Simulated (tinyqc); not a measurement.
Trap depth and cross-section from two peaks.

Problem. A DLTS peak lies where ew = sn g T^2 exp(-Et/kB T), g = vth Nc/(300 K)^2. Find Et and sn.

Inputs (values chosen for the exercise): conduction-band density of states at 300 K Nc = 1.72e19 cm^-3; thermal velocity at 300 K vth = 2e7 cm/s.

Constants: q = 1.602176634e-19 C, kB = 1.380649e-23 J/K. Results are converted to the units shown.

peak temperatures for ew = 10 and 2000 1/s (K): [162.23453, 199.00171]

Answer. The slope of ln(ew/T^2) against q/kB T is -Et, and the intercept is ln(sn g).

Et = 0.3700 eV
sn = 3.100e-14 cm^2

Computed by the program tinyqc: `OMP_NUM_THREADS=1 python tinyqc.py 2050055 2050056 out.jsonl`, one thread of a shared Intel Xeon 2.30GHz, about 0.01 s for the whole run.
